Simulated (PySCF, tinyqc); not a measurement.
RHF in the sto-3g basis, for Be, spin multiplicity 1, step by step. This run ends on a higher stationary point, not on the lowest solution. The lowest restricted solution is unstable here: a spin-polarised one lies 0.0012 hartree lower (PySCF). Computed by tinyqc, a small Python program that keeps every step (integrals from PySCF). Settings: charge = 0, multiplicity = 1, basis = sto-3g, energy threshold = 1e-09, iteration cap = 56, orthogonalisation = canonical, start = Wolfsberg-Helmholz matrix, DIIS depth = 0, method = RHF. Command: `OMP_NUM_THREADS=1 python tinyqc.py 25908 25909 out.jsonl` (the two numbers bound the seeds that draw the settings). One thread of a shared host (Intel(R) Xeon(R) Processor @ 2.60GHz), about 0.04 s of CPU time with the checks.

Geometry (angstrom):
```
atom       x       y       z
Be    0.0000  0.0000  0.0000
```

Stop when the energy changes by less than 1e-09 hartree and every element of the error matrix X^T (F D S - S D F) X is below 9e-06.

Course of the cycle:
```
iteration  E (hartree)     change  largest element of the error matrix
1           -14.012464          -                             4.33e-02
2           -14.012690  -2.26e-04                             4.11e-03
3           -14.012692  -2.04e-06                             3.92e-04
4           -14.012692  -1.85e-08                             3.74e-05
5           -14.012692  -1.69e-10                             3.56e-06
```

Can the last value be used, and what does the course show?

No, though the log alone does not show it. Converged in 5 iterations. But the solution lies 0.33919 hartree above the reference: it is another stationary point, not the lowest restricted one. Reruns (cap 100 unless said): DIIS 8: converged in 4 to a higher stationary point; damping 0.5: converged in 19 to a higher stationary point; level shift 0.5: converged in 6 to a higher stationary point; atomic densities as start, DIIS 8: converged in 3. PySCF RHF in the same basis = -14.351880 hartree.
